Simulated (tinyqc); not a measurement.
Inside a calculation. Method: inverse iteration on a symmetric matrix. Computed by tinyqc, a small Python program that keeps every step. Settings: method = inverse, shift = 0.22. Command: `OMP_NUM_THREADS=1 python tinyqc.py 30804 30805 out.jsonl` (the two numbers bound the seeds that draw the settings). One thread of a shared host (Intel(R) Xeon(R) Processor @ 2.60GHz), about 0.01 s of CPU time with the checks.

## Step 1

A:
$$\begin{pmatrix}
0.35400 & 0.90000 & 0.56900 & 0.17200 & 0.49100 & 1.08700 \\
0.90000 & 0.74600 & 0.16800 & 0.17800 & -0.22500 & -0.42400 \\
0.56900 & 0.16800 & 1.09500 & 0.61300 & 0.66600 & -0.48400 \\
0.17200 & 0.17800 & 0.61300 & 1.37200 & -0.39800 & -0.53100 \\
0.49100 & -0.22500 & 0.66600 & -0.39800 & 1.68300 & -0.08000 \\
1.08700 & -0.42400 & -0.48400 & -0.53100 & -0.08000 & 2.17300
\end{pmatrix}$$

vector v at the start: [0.40825, 0.40825, 0.40825, 0.40825, 0.40825, 0.40825]

shift = 0.22000

solve (A - shift) w = v; v' = w/|w| with its largest component positive (the first on a tie); lambda = v'^T A v'.

vector after step 1: [0.04983, -0.12827, 0.77594, -0.43403, -0.43315, 0.05461]

Rayleigh quotient after step 1 = 0.20794

## Step 2

As before.

vector after step 2: [-0.05155, -0.14376, 0.72814, -0.48804, -0.45570, 0.02545]

Rayleigh quotient after step 2 = 0.17996

## Step 3

As before.

vector after step 3: [-0.05132, -0.14265, 0.72966, -0.48644, -0.45526, 0.02700]

Rayleigh quotient after step 3 = 0.17995

## Course of the iteration

Stop when the residual |A v - lambda v| is below 1e-9.

Steps:
```
step     lambda  residual
1     0.2079436  2.56e-01
2     0.1799557  5.27e-03
3     0.1799457  1.19e-04
4     0.1799457  3.20e-06
5     0.1799457  1.10e-07
6     0.1799457  4.60e-09
7     0.1799457  2.17e-10
```

all eigenvalues, for comparison: [-0.99559, 0.17995, 1.00051, 1.85924, 2.44110, 2.93779]

Converged in 7 steps.
